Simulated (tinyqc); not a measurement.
Non-radiative capture by multiphonon emission, one effective mode. The energy-gap law. Computed by tinyqc, a small Python program. Command: `OMP_NUM_THREADS=1 python tinyqc.py 3019629 3019630 out.jsonl capture sweep`. One thread of a shared host (Intel(R) Xeon(R) Processor @ 2.30GHz), about 0.04 s of CPU time with the checks.

The initial state (free carrier plus empty centre) lies dE above the final state; both have the same frequency and are displaced by dQ.

Inputs (values chosen for the exercise, with mass, screening and phonons like those of ZnO):

| quantity | value | unit |
|---|---|---|
| phonon energy hbar omega | 48.9 | meV |
| Huang-Rhys factor S | 6.06 | - |
| electron-phonon coupling W | 0.01 | eV/(u^(1/2) angstrom) |
| cell volume V | 1610 | angstrom^3 |
| degeneracy g | 1 | - |
| broadening b | 31 | meV |
| carrier mass m | 0.281 | m_0 |
| temperature T | 120 | K |
| defect density N_t | 8e+16 | cm^-3 |

Centre: neutral.

Constants: hbar^2/u = 4.18015928e-03 eV angstrom^2; k_B = 8.617333262e-05 eV/K; hbar = 6.582119569e-16 eV s; k_B = 1.380649e-23 J/K; m_0 = 9.1093837015e-31 kg.

Method:
- dQ = sqrt(2 S (hbar^2/u)/hbar omega); relaxation energy lambda = S hbar omega; phonons needed P = dE/hbar omega; classical barrier E_b = (dE - lambda)^2/(4 lambda); occupation n = 1/(exp(hbar omega/k_B T) - 1).
- Huang-Rhys weight for a net emission of p phonons: L_p = exp(-S (2n + 1)) ((n + 1)/n)^(p/2) I_p(2 S sqrt(n (n + 1))), I_p the modified Bessel function.
- M_p = sum_m w_m <m_i|Q|(m + p)_f>^2 with Q counted from the final minimum and Boltzmann weights w_m for m = 0..24; <m_i|Q|k_f> = sqrt((hbar^2/u)/(2 hbar omega)) [sqrt(k) <m|k-1> + sqrt(k+1) <m|k+1>], with overlaps of oscillators displaced by d = sqrt(2 S) summed on 1500 points from -16 to 16 + d.
- The delta function is a Gaussian of standard deviation b at dE - p hbar omega.
- C_0 = V (2 pi/hbar) g W^2 sum_p M_p Gaussian_p. The sum runs over the seven p from round(P) - 3 to round(P) + 3; 1 angstrom^3 = 1e-24 cm^3.
- For a neutral centre the Sommerfeld factor is 1.
- C = s C_0; v = sqrt(3 k_B T/m); sigma = C/v; tau = 1/(C N_t).

One run for each value:

| energy released dE (eV) | capture coefficient C (cm^3/s) | classical barrier E_b (eV) | P |
|---|---|---|---|
| 0.530 | 1.7366e-09 | 0.0461 | 10.838 |
| 0.676 | 2.8077e-10 | 0.1216 | 13.824 |
| 0.822 | 2.3348e-11 | 0.2331 | 16.810 |
| 0.967 | 1.1461e-12 | 0.3795 | 19.775 |
| 1.110 | 3.7299e-14 | 0.5585 | 22.699 |
| 1.260 | 6.7390e-16 | 0.7835 | 25.767 |
| 1.400 | 1.1294e-17 | 1.0276 | 28.630 |
| 1.550 | 1.0163e-19 | 1.3259 | 31.697 |
| 1.700 | 6.7193e-22 | 1.6622 | 34.765 |

Over the rows, capture coefficient C (cm^3/s) falls from 1.74e-9 to 6.72e-22 (exponent d ln y / d ln x -7.5 between the first rows and -54 between the last); classical barrier E_b (eV) rises from 0.0461 to 1.66 (exponent d ln y / d ln x 4.0 between the first rows and 2.4 between the last); P rises from 10.8 to 34.8 (exponent d ln y / d ln x about 1.00 throughout). ln C changes by -1.64 for each added phonon at the high end, nearly the same as in the rows before: the near-exponential fall of the energy-gap law.

Caution (rows 0.822, 0.967, 1.11, 1.26, 1.40, 1.55, 1.70): the largest term is not the one nearest energy conservation, so C_0 depends strongly on the broadening b.

Extremes, crossings and ranges named in words are read from the listed rows.
